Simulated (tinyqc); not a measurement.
Current gain against temperature: heavy doping: gap narrowing, degeneracy and the minority density.

F_j(eta) = (1/Gamma(j + 1)) integral_0^infinity x^j dx/(1 + exp(x - eta)), which tends to exp(eta) for eta << 0.

Empirical narrowing (Slotboom form, constants chosen for the exercise; published fits of this form give the apparent narrowing, here it is taken as the true one): dEg = E0 [ln(N/N0) + sqrt(ln(N/N0)^2 + C)].

Majority: N = Nc F_1/2(eta), eta the distance of EF beyond the majority band edge in kT. Degeneracy factor gam = F_1/2(eta)/exp(eta). ni0^2 = Nc Nv exp(-Eg/kT); product n p = ni0^2 gam exp(dEg/kT), dEg the true narrowing; apparent narrowing dEa = dEg + kT ln gam; minority density = n p/N.

Bipolar transistor with N as emitter doping: beta = K (N/NB) exp((dEa_B + dG - dEa_E)/kT), dEa_E = dEg(N) + kT ln gam, dEa_B = dEg(NB). For the sweep in T, Nc is scaled as (T/T0)^(3/2) from its value at T0 = T.

Constants: kB = 8.617333262e-05 eV/K.

Parameters, chosen for this exercise (gap and densities of states near those of Si at this temperature; narrowing constants near the fits for Si; shifted at random, so the results belong to these values and not to a real crystal):
- Eg = 1.127 eV (gap)
- Nc = 3.35e+19 1/cm^3 (conduction-band density of states)
- Nv = 1.48e+19 1/cm^3 (valence-band density of states)
- T = 350 K
- E0 = 7.12 meV (narrowing scale)
- N0 = 8.9e+16 1/cm^3 (onset density)
- C = 0.5 (smoothing constant)
- N = 8e+18 1/cm^3 (ionised donors, equal to the majority density)
- NB = 5e+17 1/cm^3 (base doping)
- K = 2.2 (ratio (D_B W_E)/(D_E W_B))
- dG = 0 meV (extra narrowing of the base by alloying)

Gain:
```
T (K)  beta  beta with dG = 0  without narrowing
150    2.34              2.34               35.2
200    4.48              4.48               35.2
250    6.65              6.65               35.2
300    8.70              8.70               35.2
350    10.5              10.5               35.2
400    12.2              12.2               35.2
450    13.7              13.7               35.2
```

dEa_B + dG - dEa_E at T0 = -36.3 meV

beta is 2.34 at 150 K and 13.7 at 450 K, since the net exponent is negative: the emitter has the larger apparent narrowing. At 300 K narrowing and degeneracy change the gain by a factor 0.247.

tinyqc: `OMP_NUM_THREADS=1 python tinyqc.py 1681548 1681549 out.jsonl`; about 0.01 s, one thread, shared Intel(R) Xeon(R) Processor @ 2.30GHz.
